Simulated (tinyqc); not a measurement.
Gain for each load and current direction: deformation-potential model of the L valleys of a conduction band.

Valleys with axes along [111], [1-1-1], [-11-1] and [-1-11], one whole valley each. Herring-Vogt shift of a valley with unit axis a: dE = Xd tr(e) + Xu a.e.a. Non-degenerate shares n_i = exp(-dE_i/kT)/sum_j exp(-dE_j/kT). Inverse mass tensor of a valley: (1 - a a)/mt + a a/ml; the masses are taken as independent of strain.

s11 = (C11 + C12)/((C11 - C12)(C11 + 2 C12)), s12 = -C12/((C11 - C12)(C11 + 2 C12)), s44 = 1/C44; exx = s11 sxx + s12 (syy + szz) and cyclic, exy = s44 sxy/2; tension is positive. A uniaxial stress X along the unit vector n is s_ij = X n_i n_j.

Constants: kB = 8.617333262e-05 eV/K.

Parameters, chosen for this exercise (near those of Ge; the results hold for these values, not for the real material): ml = 1.576 m0 (longitudinal mass); mt = 0.083 m0 (transverse mass); Xd = -6.18 eV (dilation potential); Xu = 17.01 eV (uniaxial potential); C11 = 126.4 GPa; C12 = 50.1 GPa; C44 = 69.1 GPa; X1 = 0.9 GPa (size of the stress); T = 150 K (temperature).

Each load has the size X1. Gain m_c(0)/m_c - 1 in per cent from repopulation alone, m_c = 1/(u.M.u), M = sum_i n_i (inverse mass tensor); biaxial means sxx = syy.

Gain (%); + is tension, - compression:
```
load                [100]  [010]  [001]  [110]  [1-10]  [111]
uniaxial [110] (+)    0.0    0.0    0.0   45.8   -45.8   30.6
uniaxial [110] (-)    0.0    0.0    0.0  -45.8    45.8  -30.6
uniaxial [100] (+)    0.0    0.0    0.0    0.0     0.0    0.0
uniaxial [100] (-)    0.0    0.0    0.0    0.0     0.0    0.0
uniaxial [111] (+)    0.0    0.0    0.0   15.4   -15.4   30.7
uniaxial [111] (-)    0.0    0.0    0.0  -46.1    46.1  -92.1
biaxial (001) (+)     0.0    0.0    0.0    0.0     0.0    0.0
biaxial (001) (-)     0.0    0.0    0.0    0.0     0.0    0.0
```

What does the comparison show, and why?

The largest gain is +46.1 %, for uniaxial [111] (-) with the current along [1-10]; for a [110] channel it is +45.8 %, under uniaxial [110] (+). No gain or loss appears under biaxial (001) and uniaxial [100]: the valleys stay equivalent.

(tinyqc, `OMP_NUM_THREADS=1 python tinyqc.py 1050677 1050678 out.jsonl`, Intel(R) Xeon(R) Processor @ 2.30GHz, 1 thread, shared host, about 0.03 s.)
